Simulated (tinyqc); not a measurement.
## Thickness and doping from the maximum and minimum capacitance

Inverse problem. A MOS capacitor has Cmax = Cox = eps0 eox/tox and 1/Cmin = 1/Cox + Wm/(eps0 eps_r), with Wm = sqrt(4 eps0 eps_r Vt ln(N/ni)/(q N)) and N well above ni. Find tox, Wm and N.

Inputs (values chosen for the exercise); band and dielectric values close to those of In0.53Ga0.47As:

| symbol | value | unit | meaning |
|---|---|---|---|
| T | 300 | K | temperature |
| eps_r | 14 |  | relative permittivity |
| eox | 3.9 |  | relative permittivity of the gate insulator (close to silicon dioxide) |

Constants: q = 1.602176634e-19 C, kB = 1.380649e-23 J/K, Vt = kB T/q, eps0 = 8.8541878128e-14 F/cm where lengths are in cm. Results are converted to the units shown.

Cmax = 0.26562563 uF/cm^2
Cmin = 0.15683234 uF/cm^2
ni = 6.0794020e11 cm^-3

Solution. Cmax gives tox and the series difference Wm. N follows by iterating N = 4 eps0 eps_r Vt ln(N/ni)/(q Wm^2); ln(N/ni)/N falls steadily for N > e ni, so there is one root in that range.

tox = 13.0 nm
Wm = 32.4 nm
N = 1.10e18 cm^-3

Computed by the program tinyqc: `OMP_NUM_THREADS=1 python tinyqc.py 2060058 2060059 out.jsonl`, one thread of a shared Intel Xeon 2.30GHz, about 0.01 s for the whole run.
